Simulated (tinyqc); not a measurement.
## Trap density from two Hall measurements

Problem. p-type body, charge-sheet picture, full ionisation (an idealisation for deep acceptors), Boltzmann statistics for free electrons. e = Ec - EF at the surface. psi = Eg - Vt ln(Nv/Na) - e; N_dep = sqrt(2 eps0 eps_r Na (psi - Vt)/q); n_f = sqrt(N_dep^2 + 2 eps0 eps_r Vt Nc exp(-e/Vt)/q) - N_dep; Vg = Vfb + psi + q (N_dep + n_t + n_f)/Cox, Cox = eps0 eox/tox. Find e and n_t at both points and the mean trap density between them.

Values chosen for this exercise; band and dielectric values close to those of 4H silicon carbide:

| symbol | value | unit | meaning |
|---|---|---|---|
| T | 400 | K | temperature |
| Eg | 3.29 | eV | band gap |
| eps_r | 9.73 |  | relative permittivity |
| Nc | 2.66e19 | cm^-3 | conduction-band density of states at T |
| Nv | 3.82e19 | cm^-3 | valence-band density of states at T |
| eox | 3.9 |  | relative permittivity of the insulator |
| tox | 41 | nm | insulator thickness |
| Na | 1.2e16 | cm^-3 | acceptor density |
| Vfb | -2.11 | V | flat-band voltage without trapped charge |

Constants: q = 1.602176634e-19 C, kB = 1.380649e-23 J/K, Vt = kB T/q, eps0 = 8.8541878128e-14 F/cm where lengths are in cm. Results are converted to the units shown.

Vg (V): [2.7650009, 4.6384804]
free sheet density from the Hall effect (cm^-2): [2.8556464e9, 5.4894310e10]

Answer. Each n_f fixes e; what the gate voltage holds beyond psi, N_dep and n_f is trapped; the difference quotient is the density, smeared over a few Vt.

e (eV): [0.275, 0.171]
n_t (cm^-2): [5.30e11, 1.40e12]
mean trap density = 8.34e12 cm^-2 eV^-1

Computed by the program tinyqc: `OMP_NUM_THREADS=1 python tinyqc.py 2222081 2222082 out.jsonl`, one thread of a shared Intel Xeon 2.30GHz, about 0.02 s for the whole run.
